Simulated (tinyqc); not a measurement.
Semiconductor laser, carrier and photon rate equations: one step of the calculation.

Carrier density N and photon density S in one mode: dN/dt = F1 = eta I/(q V) - (A N + B N^2 + C N^3) - vg g S; dS/dt = F2 = G vg g S + G be B N^2 - S/tp, with g = g0 ln(N/Ntr)/(1 + ec S). Output power P = Fo Eph S V/(G tp). No heating, no carrier transport.

Problem. Steady state by Newton steps. Jacobian, with a = g0/(N (1 + ec S)) and d = g/(1 + ec S): J11 = -(A + 2 B N + 3 C N^2) - vg a S, J12 = -vg d, J21 = G vg a S + 2 G be B N, J22 = G vg d - 1/tp. Solve J d = -F and add d to (N, S).

Parameters, values chosen for the exercise:
- V = 5.8e-11 cm^3 (active volume)
- G = 0.049 (confinement factor)
- vg = 7.8e9 cm/s (group velocity)
- g0 = 1700 1/cm (gain coefficient)
- Ntr = 2.3e18 cm^-3 (transparency density)
- ec = 9.8e-18 cm^3 (gain compression)
- tp = 2.3 ps (photon lifetime)
- A = 2.5e7 1/s (defect recombination coefficient)
- B = 9.4e-11 cm^3/s (radiative coefficient)
- C = 1.5e-29 cm^6/s (Auger coefficient)
- be = 8.7e-5 (share of spontaneous emission into the mode)
- eta = 0.89 (injection efficiency)
- I = 160 mA (drive current)

Constants: q = 1.602176634e-19 C. Results are converted to the units shown.

(N, S) after iteration 1: N (1e18 cm^-3) 14.002893, S (1e15 cm^-3) 2.4142047e-4

Find: F1, F2; J; (N, S) after iteration 2.

Solution.

F1, F2 (1e27 cm^-3/s): [-44.65, 2.570e-4]

J (1/ns):

|  | N | S |
|---|---|---|
| F1 | -11.48 | -2.395e4 |
| F2 | 2.242e-5 | 738.9 |

(N, S) after iteration 2: N (1e18 cm^-3) 10.11, S (1e15 cm^-3) 1.167e-5

Program tinyqc, `OMP_NUM_THREADS=1 python tinyqc.py 2840114 2840115 out.jsonl`; Intel Xeon 2.30GHz, shared host, one thread, about 0.01 s.
